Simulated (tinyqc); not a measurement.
Pariser-Parr-Pople SCF with singles CI, for the molecule c1ccc2cnccc2c1 (SMILES; centres numbered as the heavy atoms are written), step by step. Computed by tinyqc, a small Python program that keeps every step. Settings: charge = 0, gamma = Ohno, start = huckel, damping = 0.3, iteration cap = 76, excitations kept = 6. Command: `OMP_NUM_THREADS=1 python tinyqc.py 27879 27880 out.jsonl` (the two numbers bound the seeds that draw the settings). One thread of a shared host (Intel(R) Xeon(R) Processor @ 2.60GHz), about 0.02 s of CPU time with the checks. Later iterations appear only in the table of the cycle.

## PPP integrals

Centres (angstrom, eV; a flat drawing with bonds scaled to 1.40 angstrom):
```
centre        x        y  core charge z        W  gamma_rr
1C       2.4250  -0.7000              1  11.1600   11.1300
2C       2.4250   0.7000              1  11.1600   11.1300
3C       1.2120   1.4000              1  11.1600   11.1300
4C       0.0000   0.7000              1  11.1600   11.1300
5C      -1.2120   1.4000              1  11.1600   11.1300
6N      -2.4250   0.7000              1  14.1000   12.3000
7C      -2.4250  -0.7000              1  11.1600   11.1300
8C      -1.2120  -1.4000              1  11.1600   11.1300
9C       0.0000  -0.7000              1  11.1600   11.1300
10C      1.2120  -1.4000              1  11.1600   11.1300
```

Resonance integrals (eV):
```
i    j     beta
1    2  -2.3900
2    3  -2.3900
3    4  -2.3900
4    5  -2.3900
5    6  -2.5100
6    7  -2.5100
7    8  -2.3900
8    9  -2.3900
9   10  -2.3900
10   1  -2.3900
9    4  -2.3900
```

Ohno: gamma = 14.399645/sqrt(R^2 + a^2), a = 2 x 14.399645/(gamma_rr + gamma_ss); H_rr = -W_r - sum_(s != r) z_s gamma_rs; H_rs = beta for bonds.

repulsion gamma_rs (eV):
```
          1C       2C       3C       4C       5C       6N       7C       8C
1C   11.1300   7.5539   5.2388   4.6683   3.2767   2.7716   2.8687   3.6704
2C    7.5539  11.1300   7.5524   5.2390   3.6704   2.8780   2.7632   3.2767
3C    5.2388   7.5524  11.1300   7.5550   5.2407   3.6900   3.2767   3.6706
4C    4.6683   5.2390   7.5550  11.1300   7.5550   5.2965   4.6683   5.2396
5C    3.2767   3.6704   5.2407   7.5550  11.1300   7.7277   5.2388   4.6685
6N    2.7716   2.8780   3.6900   5.2965   7.7277  12.3000   7.7292   5.2962
7C    2.8687   2.7632   3.2767   4.6683   5.2388   7.7292  11.1300   7.5524
8C    3.6704   3.2767   3.6706   5.2396   4.6685   5.2962   7.5524  11.1300
9C    5.2390   4.6683   5.2396   7.5539   5.2396   4.7088   5.2390   7.5550
10C   7.5524   5.2388   4.6685   5.2396   3.6706   3.2907   3.6704   5.2407

          9C      10C
1C    5.2390   7.5524
2C    4.6683   5.2388
3C    5.2396   4.6685
4C    7.5539   5.2396
5C    5.2396   3.6706
6N    4.7088   3.2907
7C    5.2390   3.6704
8C    7.5550   5.2407
9C   11.1300   7.5550
10C   7.5550  11.1300
```

core matrix H (eV):
```
           1C        2C        3C        4C        5C        6N        7C        8C
1C   -53.9997   -2.3900    0.0000    0.0000    0.0000    0.0000    0.0000    0.0000
2C    -2.3900  -54.0007   -2.3900    0.0000    0.0000    0.0000    0.0000    0.0000
3C     0.0000   -2.3900  -57.2922   -2.3900    0.0000    0.0000    0.0000    0.0000
4C     0.0000    0.0000   -2.3900  -64.1751   -2.3900    0.0000    0.0000    0.0000
5C     0.0000    0.0000    0.0000   -2.3900  -57.4479   -2.5100    0.0000    0.0000
6N     0.0000    0.0000    0.0000    0.0000   -2.5100  -57.4885   -2.5100    0.0000
7C     0.0000    0.0000    0.0000    0.0000    0.0000   -2.5100  -54.1668   -2.3900
8C     0.0000    0.0000    0.0000    0.0000    0.0000    0.0000   -2.3900  -57.3301
9C     0.0000    0.0000    0.0000   -2.3900    0.0000    0.0000    0.0000   -2.3900
10C   -2.3900    0.0000    0.0000    0.0000    0.0000    0.0000    0.0000    0.0000

           9C       10C
1C     0.0000   -2.3900
2C     0.0000    0.0000
3C     0.0000    0.0000
4C    -2.3900    0.0000
5C     0.0000    0.0000
6N     0.0000    0.0000
7C     0.0000    0.0000
8C    -2.3900    0.0000
9C   -64.1582   -2.3900
10C   -2.3900  -57.2866
```

## Starting guess

pi electrons, sum of z_r less the charge = 10

Orbitals of the Hueckel matrix of the beta values.

P at the start:
```
          1C       2C       3C       4C       5C       6N       7C       8C
1C    1.0000   0.6031   0.0000  -0.2415   0.0000   0.1513   0.0000  -0.1708
2C    0.6031   1.0000   0.7246   0.0000  -0.1697   0.0000   0.1561   0.0000
3C    0.0000   0.7246   1.0000   0.5554   0.0000  -0.1656   0.0000   0.0860
4C   -0.2415   0.0000   0.5554   1.0000   0.5512   0.0000  -0.2440   0.0000
5C    0.0000  -0.1697   0.0000   0.5512   1.0000   0.7246   0.0000  -0.3671
6N    0.1513   0.0000  -0.1656   0.0000   0.7246   1.0000   0.6074   0.0000
7C    0.0000   0.1561   0.0000  -0.2440   0.0000   0.6074   1.0000   0.7204
8C   -0.1708   0.0000   0.0860   0.0000  -0.3671   0.0000   0.7204   1.0000
9C    0.0000  -0.2409   0.0000   0.5194   0.0000  -0.2363   0.0000   0.5565
10C   0.7251   0.0000  -0.3629   0.0000   0.0871   0.0000  -0.1681   0.0000

          9C      10C
1C    0.0000   0.7251
2C   -0.2409   0.0000
3C    0.0000  -0.3629
4C    0.5194   0.0000
5C    0.0000   0.0871
6N   -0.2363   0.0000
7C    0.0000  -0.1681
8C    0.5565   0.0000
9C    1.0000   0.5537
10C   0.5537   1.0000
```

## Iteration 1: Fock matrix

F_rr = H_rr + P_rr gamma_rr / 2 + sum_(s != r) P_ss gamma_rs; F_rs = H_rs - P_rs gamma_rs / 2; E = tr P (H + F) / 2 + core repulsion sum_(r<s) z_r z_s gamma_rs.

F (eV):
```
          1C       2C       3C       4C       5C       6N       7C       8C
1C   -5.5950  -4.6680   0.0000   0.5636   0.0000  -0.2096   0.0000   0.3135
2C   -4.6680  -5.5950  -5.1261   0.0000   0.3115   0.0000  -0.2157   0.0000
3C    0.0000  -5.1261  -5.5950  -4.4880   0.0000   0.3055   0.0000  -0.1579
4C    0.5636   0.0000  -4.4880  -5.5950  -4.4723   0.0000   0.5695   0.0000
5C    0.0000   0.3115   0.0000  -4.4723  -5.5950  -5.3096   0.0000   0.8568
6N   -0.2096   0.0000   0.3055   0.0000  -5.3096  -7.9500  -4.8572   0.0000
7C    0.0000  -0.2157   0.0000   0.5695   0.0000  -4.8572  -5.5950  -5.1104
8C    0.3135   0.0000  -0.1579   0.0000   0.8568   0.0000  -5.1104  -5.5950
9C    0.0000   0.5623   0.0000  -4.3519   0.0000   0.5563   0.0000  -4.4922
10C  -5.1283   0.0000   0.8471   0.0000  -0.1599   0.0000   0.3084   0.0000

          9C      10C
1C    0.0000  -5.1283
2C    0.5623   0.0000
3C    0.0000   0.8471
4C   -4.3519   0.0000
5C    0.0000  -0.1599
6N    0.5563   0.0000
7C    0.0000   0.3084
8C   -4.4922   0.0000
9C   -5.5950  -4.4817
10C  -4.4817  -5.5950
```

pi energy = -137.3266 eV

## Iteration 1: orbitals and new P

Diagonalise F (the basis is taken as orthonormal) and form P = 2 sum c c over the lowest orbitals; 0.3 of the old P is kept.

orbital energies (eV): -15.7423  -14.0444  -12.4020  -11.4033  -10.0632  -1.4256  -0.4204  1.0738  1.9709  4.1515

P after iteration 1:
```
          1C       2C       3C       4C       5C       6N       7C       8C
1C    0.9943   0.5953   0.0057  -0.2462  -0.0180   0.1415  -0.0128  -0.1616
2C    0.5953   1.0000   0.7330  -0.0001  -0.1611   0.0010   0.1476  -0.0002
3C    0.0057   0.7330   0.9942   0.5475   0.0185  -0.1552   0.0133   0.0885
4C   -0.2462  -0.0001   0.5475   1.0013   0.5446  -0.0092  -0.2482   0.0017
5C   -0.0180  -0.1611   0.0185   0.5446   0.9362   0.7253  -0.0473  -0.3637
6N    0.1415   0.0010  -0.1552  -0.0092   0.7253   1.1194   0.5935  -0.0112
7C   -0.0128   0.1476   0.0133  -0.2482  -0.0473   0.5935   0.9645   0.7298
8C   -0.1616  -0.0002   0.0885   0.0017  -0.3637  -0.0112   0.7298   1.0021
9C    0.0084  -0.2459  -0.0085   0.5303   0.0278  -0.2383   0.0201   0.5486
10C   0.7334   0.0001  -0.3605  -0.0008   0.0893   0.0044  -0.1601  -0.0010

          9C      10C
1C    0.0084   0.7334
2C   -0.2459   0.0001
3C   -0.0085  -0.3605
4C    0.5303  -0.0008
5C    0.0278   0.0893
6N   -0.2383   0.0044
7C    0.0201  -0.1601
8C    0.5486  -0.0010
9C    0.9874   0.5463
10C   0.5463   1.0005
```

## Iteration 2: Fock matrix

As before.

F (eV):
```
          1C       2C       3C       4C       5C       6N       7C       8C
1C   -5.6852  -4.6383  -0.0150   0.5746   0.0295  -0.1960   0.0184   0.2966
2C   -4.6383  -5.7127  -5.1581   0.0004   0.2957  -0.0014  -0.2039   0.0003
3C   -0.0150  -5.1581  -5.7129  -4.4582  -0.0484   0.2864  -0.0217  -0.1623
4C    0.5746   0.0004  -4.4582  -5.7544  -4.4474   0.0244   0.5792  -0.0043
5C    0.0295   0.2957  -0.0484  -4.4474  -5.3063  -5.3124   0.1239   0.8489
6N   -0.1960  -0.0014   0.2864   0.0244  -5.3124  -8.0593  -4.8035   0.0296
7C    0.0184  -0.2039  -0.0217   0.5792   0.1239  -4.8035  -5.2809  -5.1458
8C    0.2966   0.0003  -0.1623  -0.0043   0.8489   0.0296  -5.1458  -5.6443
9C   -0.0220   0.5739   0.0223  -4.3928  -0.0727   0.5609  -0.0528  -4.4622
10C  -5.1595  -0.0002   0.8414   0.0020  -0.1638  -0.0072   0.2937   0.0026

          9C      10C
1C   -0.0220  -5.1595
2C    0.5739  -0.0002
3C    0.0223   0.8414
4C   -4.3928   0.0020
5C   -0.0727  -0.1638
6N    0.5609  -0.0072
7C   -0.0528   0.2937
8C   -4.4622   0.0026
9C   -5.6534  -4.4537
10C  -4.4537  -5.7110
```

pi energy = -137.5168 eV

## Iteration 2: orbitals and new P

As before.

orbital energies (eV): -15.7376  -14.0297  -12.4512  -11.4763  -10.0998  -1.4085  -0.4043  1.0148  1.9884  4.0838

P after iteration 2:
```
          1C       2C       3C       4C       5C       6N       7C       8C
1C    0.9900   0.5894   0.0094  -0.2486  -0.0262   0.1357  -0.0187  -0.1564
2C    0.5894   1.0017   0.7388  -0.0038  -0.1561   0.0015   0.1430   0.0036
3C    0.0094   0.7388   0.9910   0.5420   0.0283  -0.1486   0.0181   0.0885
4C   -0.2486  -0.0038   0.5420   1.0095   0.5401  -0.0141  -0.2502  -0.0032
5C   -0.0262  -0.1561   0.0283   0.5401   0.8949   0.7247  -0.0640  -0.3612
6N    0.1357   0.0015  -0.1486  -0.0141   0.7247   1.1824   0.5831  -0.0162
7C   -0.0187   0.1430   0.0181  -0.2502  -0.0640   0.5831   0.9353   0.7359
8C   -0.1564   0.0036   0.0885  -0.0032  -0.3612  -0.0162   0.7359   1.0134
9C    0.0135  -0.2484  -0.0136   0.5382   0.0408  -0.2383   0.0322   0.5432
10C   0.7391  -0.0009  -0.3587   0.0007   0.0892   0.0060  -0.1553  -0.0055

          9C      10C
1C    0.0135   0.7391
2C   -0.2484  -0.0009
3C   -0.0136  -0.3587
4C    0.5382   0.0007
5C    0.0408   0.0892
6N   -0.2383   0.0060
7C    0.0322  -0.1553
8C    0.5432  -0.0055
9C    0.9791   0.5412
10C   0.5412   1.0027
```

## Convergence

Stop when output and input P, before any damping, agree to 1e-7.

Course of the cycle:
```
iteration       E (eV)  largest |P(out) - P(in)|
1          -137.326609                  1.71e-01
2          -137.516782                  8.99e-02
3          -137.610599                  5.04e-02
4          -137.654304                  2.99e-02
5          -137.674585                  1.85e-02
6          -137.684158                  1.19e-02
7          -137.688791                  7.96e-03
8          -137.691094                  5.53e-03
9          -137.692267                  3.88e-03
10         -137.692877                  2.75e-03
11         -137.693201                  1.96e-03
...                ...                       ...
36         -137.693586                  1.58e-06
37         -137.693586                  1.19e-06
38         -137.693586                  9.02e-07
39         -137.693586                  6.82e-07
40         -137.693586                  5.15e-07
41         -137.693586                  3.89e-07
42         -137.693586                  2.94e-07
43         -137.693586                  2.23e-07
44         -137.693586                  1.68e-07
45         -137.693586                  1.27e-07
46         -137.693586                  9.63e-08
```

Converged in 46 iterations.

## Converged orbitals

Charges are z - P_rr.

orbital energies (eV): -15.7269  -14.0004  -12.4463  -11.5274  -10.1305  -1.3596  -0.3623  0.9797  2.0173  4.0616

coefficients:
```
        MO1      MO2      MO3      MO4      MO5      MO6      MO7      MO8
1C   0.2045  -0.3984   0.0811  -0.4931  -0.1884   0.3388   0.3122  -0.2425
2C   0.2111  -0.3842  -0.2925  -0.3555   0.3240   0.1918  -0.4341  -0.1251
3C   0.2778  -0.2728  -0.4230   0.0989   0.3837  -0.4436   0.1161   0.3684
4C   0.4345  -0.0959  -0.2473   0.5085  -0.0980   0.0888   0.3711  -0.3728
5C   0.3436   0.2549  -0.3033   0.0619  -0.3558   0.4856  -0.0241   0.4656
6N   0.3836   0.5423  -0.1758  -0.3726  -0.1677  -0.3059  -0.2951  -0.1774
7C   0.2746   0.3405   0.2171  -0.2396   0.3679  -0.1268   0.4816  -0.1761
8C   0.2862   0.1144   0.4604   0.0717   0.4711   0.3628  -0.0659   0.3559
9C   0.3982  -0.1528   0.3967   0.3533  -0.0815  -0.1053  -0.4737  -0.2862
10C  0.2579  -0.3141   0.3583  -0.1793  -0.4290  -0.3945   0.1202   0.4038

         MO9     MO10
1C   -0.4278   0.2452
2C    0.4385  -0.2403
3C   -0.2832   0.2938
4C    0.0111  -0.4336
5C    0.2288   0.2983
6N   -0.3265  -0.2054
7C    0.4703   0.2616
8C   -0.3180  -0.3196
9C    0.0328   0.4591
10C   0.2490  -0.3085
```

pi charges: 1C 0.0284, 2C -0.0181, 3C 0.0249, 4C -0.0546, 5C 0.1890, 6N -0.2782, 7C 0.1375, 8C -0.0681, 9C 0.0586, 10C -0.0195

## Singles CI, singlets

Over the 6 single excitations with the smallest orbital gaps: A = (e_a - e_i) delta + 2 (ia|jb) - (ij|ab), with (pq|rs) = sum c_mp c_mq gamma_mn c_nr c_ns. f = 2/3 w |mu|^2 in atomic units, mu = sqrt2 sum c_ia sum_m c_mi c_ma R_m.

singlet CI matrix (eV):
```
         5>6      5>7      4>6      3>6      5>8      4>7
5>6   4.7769  -0.0303   0.0264   0.0411  -0.0095  -0.9786
5>7  -0.0303   5.3768   0.9221   0.1186  -0.0092   0.0025
4>6   0.0264   0.9221   5.6545   0.0297  -0.0396   0.0304
3>6   0.0411   0.1186   0.0297   6.2438  -0.4003   0.1193
5>8  -0.0095  -0.0092  -0.0396  -0.4003   6.2647   0.0302
4>7  -0.9786   0.0025   0.0304   0.1193   0.0302   6.5739
```

singlet excitation energies (eV): 4.3336  4.5888  5.8493  6.4139  6.6869  7.0181

oscillator strengths: 0.1665  0.0195  0.0101  1.7515  0.4400  1.0825

## Singles CI, triplets

Over the 6 single excitations with the smallest orbital gaps: A = (e_a - e_i) delta - (ij|ab), with (pq|rs) = sum c_mp c_mq gamma_mn c_nr c_ns.

triplet CI matrix (eV):
```
         5>6      5>7      4>6      3>6      5>8      4>7
5>6   3.1714   0.0561  -0.0458   0.0882  -0.0440  -0.0804
5>7   0.0561   4.1292  -0.0804  -0.1021  -0.0275   0.1341
4>6  -0.0458  -0.0804   4.4842   0.0756   0.1610  -0.1510
3>6   0.0882  -0.1021   0.0756   5.3472  -1.2263  -0.0036
5>8  -0.0440  -0.0275   0.1610  -1.2263   5.3748  -0.0475
4>7  -0.0804   0.1341  -0.1510  -0.0036  -0.0475   5.2193
```

triplet excitation energies (eV): 3.1581  4.0291  4.1368  4.5335  5.2750  6.5934
